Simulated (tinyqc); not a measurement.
# MOS inversion layer, Poisson-Schroedinger loop: two studies

Electrons confined at an insulator interface at z = 0, treated as a hard wall; parabolic valleys, Hartree approximation, no image or exchange terms. The depletion charge lies far deeper than the electrons and gives a uniform field q Nd/(eps0 eps_r); the gate balances all charge. Energies are counted from the band edge at the interface.

Values chosen for this exercise; masses and permittivity close to those of silicon (100):
```
symbol   value   unit                                     meaning
T           77      K                                 temperature
eps_r     11.7                              relative permittivity
mz1      0.931     m0  mass along z of valley set A (2 valley(s))
md1      0.188     m0    in-plane density-of-states mass of set A
mz2      0.187     m0  mass along z of valley set B (4 valley(s))
md2      0.412     m0    in-plane density-of-states mass of set B
Ns      3.9e12  cm^-2                  sheet density of electrons
Nd      1.6e12  cm^-2           sheet density of depletion charge
dE        0.07     eV               extra shift of set B (strain)
```

Constants: q = 1.602176634e-19 C, kB = 1.380649e-23 J/K, hbar = 1.054571817e-34 J s, m0 = 9.1093837015e-31 kg, Vt = kB T/q, eps0 = 8.8541878128e-14 F/cm where lengths are in cm, hbar^2/(2 m0) = 0.0380998212 eV nm^2. Results are converted to the units shown.

Each table varies one quantity; the others keep the values above.

## Effect of the sheet density of depletion charge

Schroedinger equation -(C/mz) psi'' + (V0 + U + dE for set B) psi = E psi, C = hbar^2/(2 m0), psi(0) = 0, on a uniform mesh of 800 nodes with a far wall at 32 nm, 8 levels a set; V0 = q Nd z/(eps0 eps_r); dU/dz = q (Ns - integral of n from 0 to z)/(eps0 eps_r), U(0) = 0; N_k = g md m0 q Vt/(pi hbar^2) ln(1 + exp((EF - E_k)/Vt)), g the number of valleys of the set, sum N_k = Ns. Triangular well: E_k = a_k (C F^2/mz)^(1/3), a_1 = 2.338107, a_2 = 4.087949, C = hbar^2/(2 m0), F in eV/nm. Fang-Howard (all electrons in the lowest level of set A): b^3 = 6 (mz1/C) q (Nd + 11 Ns/32)/(eps0 eps_r), centroid 3/b, level C b^2/(4 mz1) + (3/b) q (Nd + 11 Ns/16)/(eps0 eps_r). The centroid adds 3.9 z_av/eps_r to an oxide-equivalent thickness.

Effect of the sheet density of depletion charge:

| Nd (cm^-2) | A1 (meV) | B1 (meV) | EF (meV) | share of A1 (%) | share of set A (%) | centroid z_av (nm) | added oxide equivalent (nm) | Fang-Howard centroid (nm) |
|---|---|---|---|---|---|---|---|---|
| 1e11 | 109 | 210 | 131 | 91.5 | 100 | 2.22 | 0.739 | 2.02 |
| 1.7e11 | 110 | 213 | 133 | 92.9 | 100 | 2.09 | 0.697 | 1.99 |
| 3.1e11 | 113 | 218 | 136 | 95.1 | 100 | 1.94 | 0.645 | 1.93 |
| 5.3e11 | 117 | 227 | 141 | 97.4 | 100 | 1.79 | 0.597 | 1.85 |
| 9.4e11 | 125 | 245 | 150 | 99.3 | 100 | 1.64 | 0.546 | 1.73 |
| 1.6e12 | 138 | 271 | 163 | 99.9 | 100 | 1.49 | 0.498 | 1.59 |
| 2.9e12 | 163 | 317 | 188 | 100 | 100 | 1.32 | 0.441 | 1.41 |
| 5e12 | 199 | 384 | 224 | 100 | 100 | 1.16 | 0.386 | 1.23 |

What does the table show?

As Nd goes from 1e11 to 5e12, A1 rises from 109 to 199 meV, the share of A1 rises from 91.5 to 100 % and the centroid falls from 2.22 to 1.16 nm. A1 goes as Nd^(0.37) between the last two rows (a triangular well in the field of that charge alone gives 2/3). The Fang-Howard centroid is 8.8 % below the full one in the first row, where A1 holds 91.5 %, and 6.5 % above it in the last, where A1 holds 100 %.

## Effect of the extra shift of set B (strain)

Schroedinger equation -(C/mz) psi'' + (V0 + U + dE for set B) psi = E psi, C = hbar^2/(2 m0), psi(0) = 0, on a uniform mesh of 800 nodes with a far wall at 22 nm, 8 levels a set; V0 = q Nd z/(eps0 eps_r); dU/dz = q (Ns - integral of n from 0 to z)/(eps0 eps_r), U(0) = 0; N_k = g md m0 q Vt/(pi hbar^2) ln(1 + exp((EF - E_k)/Vt)), g the number of valleys of the set, sum N_k = Ns.

The same in every row: Fang-Howard centroid (nm) = 1.59.

Effect of the extra shift of set B (strain):

| dE (eV) | A1 (meV) | B1 (meV) | EF (meV) | share of A1 (%) | share of set A (%) | centroid z_av (nm) | added oxide equivalent (nm) |
|---|---|---|---|---|---|---|---|
| -0.05 | 143 | 164 | 158 | 63.0 | 63.0 | 1.92 | 0.639 |
| -0.02 | 139 | 183 | 162 | 94.7 | 94.7 | 1.56 | 0.519 |
| 0.01 | 138 | 211 | 163 | 99.8 | 99.9 | 1.50 | 0.499 |
| 0.04 | 138 | 241 | 163 | 99.9 | 100 | 1.50 | 0.498 |
| 0.07 | 138 | 271 | 163 | 99.9 | 100 | 1.50 | 0.498 |
| 0.1 | 138 | 301 | 163 | 99.9 | 100 | 1.50 | 0.498 |
| 0.13 | 138 | 331 | 163 | 99.9 | 100 | 1.50 | 0.498 |
| 0.16 | 138 | 361 | 163 | 99.9 | 100 | 1.50 | 0.498 |

As dE goes from -0.05 to 0.16, A1 falls from 143 to 138 meV, the share of A1 rises from 63.0 to 99.9 % and the centroid falls from 1.92 to 1.50 nm. The Fang-Howard centroid is 17 % below the full one in the first row, where A1 holds 63.0 %, and 6.6 % above it in the last, where A1 holds 99.9 %.

Computed by the program tinyqc: `OMP_NUM_THREADS=1 python tinyqc.py 2160112 2160113 out.jsonl`, one thread of a shared Intel Xeon 2.30GHz, about 1 s for the whole run.
